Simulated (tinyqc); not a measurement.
What moves the results: bond unit of a tetrahedral oxide and its oxygen vacancy in tight binding. A value that a table varies takes the place of the one given here.

Two sp3 hybrids h1, h2 at eh = (es + 3 ep)/4 point at one oxygen with orbitals s, px, py, pz; x joins the two cations, z bisects the angle phi, and th = (180 - phi)/2. With u = hbar^2/(m d^2) = 2c/d^2, c = hbar^2/2m0: Vhs = -(1.32 + sqrt3 x 1.42) u/2 and Vhp = (1.42 + sqrt3 x 2.22) u/2. <h|s> = Vhs for both; <h1|px> = Vhp cos(th), <h2|px> = -Vhp cos(th); <h|pz> = Vhp sin(th) for both; py is a lone pair. The unit holds 8 electrons. Coupling between units, which widens the levels into bands, is left out.

Without the oxygen the two hybrids face each other at distance R and couple by -V2, V2 = 3.22 x 2c/R^2, c = hbar^2/2m0: a bond at eh - V2 with two electrons and an antibond at eh + V2. Levels are measured from eop, the lone-pair level that stands for the top of the valence band.

Constants: hbar^2/2m0 = 3.80998211 eV angstrom^2.

Parameters, chosen for this exercise (near tabulated values for SiO2; shifted at random, so the results belong to these values and not to a real crystal):
- es = -14.57 eV (s level of the cation)
- ep = -7.66 eV (p level of the cation)
- eos = -34.52 eV (s level of oxygen)
- eop = -17.02 eV (p level of oxygen)
- d = 1.62 angstrom (cation-oxygen distance)
- phi = 158 degrees (bond angle at oxygen)
- R = 2.49 angstrom (cation-cation distance across the vacancy)

## Bond angle at oxygen

phi is varied at fixed d. Levels above eop; cation-cation distance 2 d cos(th); band energy is twice the sum of the four filled levels, relative to phi = 180; excess on O is the number of electrons on oxygen less 6.

Against phi:

| phi (deg) | distance (angstrom) | level 2 | level 3 | level 5 | level 6 | excess on O | band energy (eV) |
|---|---|---|---|---|---|---|---|
| 110 | 2.654 | -5.826 | -2.675 | 12.664 | 13.458 | 0.927 | -2.015 |
| 120 | 2.806 | -6.293 | -2.135 | 12.085 | 13.926 | 0.954 | -1.791 |
| 130 | 2.936 | -6.698 | -1.603 | 11.519 | 14.330 | 0.991 | -1.469 |
| 140 | 3.045 | -7.035 | -1.102 | 10.990 | 14.667 | 1.036 | -1.084 |
| 150 | 3.130 | -7.301 | -0.660 | 10.525 | 14.933 | 1.086 | -0.686 |
| 160 | 3.191 | -7.493 | -0.308 | 10.157 | 15.125 | 1.135 | -0.333 |
| 170 | 3.228 | -7.609 | -0.079 | 9.918 | 15.241 | 1.170 | -0.088 |
| 180 | 3.240 | -7.647 | 0.000 | 9.835 | 15.280 | 1.184 | 0.000 |

Bending moves coupling from px to pz: level 2 rises from -7.65 to -5.83 eV and level 3 falls from 0.00 to -2.68 eV between 180 and 110 degrees. The lowest empty level is lowest at 180 degrees (9.84 eV) and highest at 110 (12.66 eV), so a spread of angles in a glass smears the conduction edge. The band energy is lowest at 110 degrees of those listed (-2.02 eV); the repulsion of the cations, not included, opposes bending.

## The vacancy as the cations move

R is varied; eh = (es + 3 ep)/4. The last two columns are the band energies of the bond with two electrons, -2 V2, and with one, -V2.

Against R (eV):

| R (angstrom) | V2 | bond level | antibond level | two electrons | one electron |
|---|---|---|---|---|---|
| 2.20 | 5.069 | 2.563 | 12.702 | -10.139 | -5.069 |
| 2.35 | 4.443 | 3.190 | 12.075 | -8.886 | -4.443 |
| 2.50 | 3.926 | 3.707 | 11.558 | -7.852 | -3.926 |
| 2.70 | 3.366 | 4.267 | 10.998 | -6.731 | -3.366 |
| 3.00 | 2.726 | 4.906 | 10.359 | -5.453 | -2.726 |
| 3.30 | 2.253 | 5.379 | 9.886 | -4.506 | -2.253 |
| 3.70 | 1.792 | 5.840 | 9.425 | -3.585 | -1.792 |
| 4.20 | 1.391 | 6.242 | 9.023 | -2.782 | -1.391 |

The bond level rises from 2.56 eV at 2.2 to 6.24 eV at 4.2 angstrom, towards the lone hybrid at 7.63 eV. Taking one electron away halves the pull between the cations (at 2.5 angstrom from 6.28 to 3.14 eV/angstrom), so the positive vacancy relaxes outward and its level moves up: capture and release of a hole take place at different energies.

## What each value does

Spacing from the highest filled to the lowest empty level, excess electrons on oxygen (their number less 6), and the vacancy bond level eh - V2 - eop, V2 = 3.22 x 2c/R^2. Each row changes one parameter from the base and keeps the others.

Results:

| case | spacing (eV) | excess on O | vacancy level (eV) |
|---|---|---|---|
| base | 10.2208 | 1.1256 | 3.6751 |
| es = -14.07 eV | 10.3326 | 1.1329 | 3.8001 |
| ep = -7.16 eV | 10.5566 | 1.1473 | 4.0501 |
| eos = -32.52 eV | 10.3702 | 1.1091 | 3.6751 |
| eop = -16.52 eV | 9.7399 | 1.0994 | 3.1751 |
| d = 1.66 angstrom | 10.0040 | 1.1538 | 3.6751 |
| phi = 150 degrees | 10.5248 | 1.0865 | 3.6751 |
| R = 2.64 angstrom | 10.2208 | 1.1256 | 4.1120 |

The largest shifts from the base row, up to three for each result and ties (the steps differ in size, so this ranks the rows, not the parameters). spacing (eV): eop -0.4809, ep +0.3358, phi +0.3039; unchanged at the printed digits by R. excess on O: phi -0.0391, d +0.0282, eop -0.0262; unchanged at the printed digits by R. vacancy level (eV): eop -0.5000, R +0.4369, ep +0.3750; unchanged at the printed digits by eos, d and phi.

tinyqc: `OMP_NUM_THREADS=1 python tinyqc.py 1452206 1452207 out.jsonl`; about 0.01 s, one thread, shared Intel(R) Xeon(R) Processor @ 2.30GHz.
